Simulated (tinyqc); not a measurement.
Quasi-harmonic thermal expansion with mode Grueneisen parameters: one step, computed by the program tinyqc.

A crystal with two atoms a cell; per atom there are 1 transverse acoustic (TA), 1/2 longitudinal acoustic (LA) and 3/2 optical (O) modes. Every frequency of group i scales as nu_i (V/V0)^(-gamma_i). The acoustic groups have Debye spectra, density 3 nu^2/nu_i^3 up to nu_i (40 Gauss-Legendre points); the optical group has one frequency. Static energy: E = (9 V0 B0/16) [y^3 B' + y^2 (2 - 4 y)], y = (V0/V)^(2/3) - 1, with pressure P_s = (3 B0/2) (z^7 - z^5) [1 + (3/4)(B' - 4)(z^2 - 1)], z = (V0/V)^(1/3).

Task: Grueneisen's estimate. gamma_th = sum gamma_i C_i / sum C_i; volume expansion coefficient alpha_V = gamma_th C k_B/(B0 V0); linear coefficient alpha_V/3; first-order volume change P_ph/B0.

Inputs (values chosen for the exercise, modelled on zinc selenide): static volume V0 = 22.8 angstrom^3/atom; static bulk modulus B0 = 62.9 GPa; temperature T = 800 K.

Acoustic groups: Debye.

Groups:

| group | h nu_i/(k_B T) | U_i (meV) | C_i (k_B) | gamma_i C_i (k_B) |
|---|---|---|---|---|
| TA | 0.1223807 | 68.99028 | 0.9992515 | -1.099177 |
| LA | 0.3119508 | 34.63686 | 0.4975756 | 0.5473332 |
| O | 0.4055360 | 104.8213 | 1.479611 | 1.923494 |

phonon pressure at V0 = 0.6920206 GPa

Constants: k_B = 8.617333262e-05 eV/K; 1 eV/angstrom^3 = 160.2176634 GPa.

Give: heat capacity C at V0; gamma_th at V0; linear expansion, Grueneisen estimate; first-order volume change.

Result:

heat capacity C at V0 = 2.9764 k_B/atom

gamma_th at V0 = 0.46084

linear expansion, Grueneisen estimate = 4.4017 ppm/K

first-order volume change = 1.1002 %
